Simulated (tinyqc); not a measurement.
Amplitude against the length of the filling pulse.

In DLTS the amplitude of the capacitance transient follows the share of traps filled by the pulse. In the neutral layer an empty trap fills as 1 - exp(-tp/tc), tc = 1/(sn vth(T) Nd), vth(T) = vth (T/300 K)^0.5; emission during the pulse and slow capture at the depletion edge are neglected.

Parameters, values chosen for the exercise: thermal velocity at 300 K vth = 2.3e7 cm/s; shallow donor density Nd = 3.8e15 cm^-3; capture cross-section sn = 2.2e-17 cm^2; temperature of the transient T = 165 K.

Results:
```
tp (s)     tp/tc  amplitude over its full value  ln(1 - that)
3.5e-8  0.049910                       0.048685     -0.049910
6.4e-8  0.091263                       0.087223     -0.091263
2.1e-7   0.29946                        0.25878      -0.29946
3.8e-7   0.54187                        0.41834      -0.54187
6.8e-7   0.96967                        0.62079      -0.96967
1.2e-6    1.7112                        0.81935       -1.7112
2.2e-6    3.1372                        0.95659       -3.1372
4e-6      5.7039                        0.99667       -5.7039
```

Estimate the missing row, tp = 1.2e-7 s.

Computed row:
```
tp (s)    tp/tc  amplitude over its full value  ln(1 - that)
1.2e-7  0.17112                        0.15728      -0.17112
```

With this row back in the table: The amplitude rises from 0.0487 to 0.997 of its full value. The last column is linear in tp with slope -1/tc, tc = 7.01e-7 s, which gives the cross-section from Nd and vth, independently of the Arrhenius intercept; 99 % filling needs 3.23e-6 s.

tinyqc, about 0.01 s, one thread, Intel Xeon 2.30GHz (shared host): `OMP_NUM_THREADS=1 python tinyqc.py 2050006 2050007 out.jsonl`
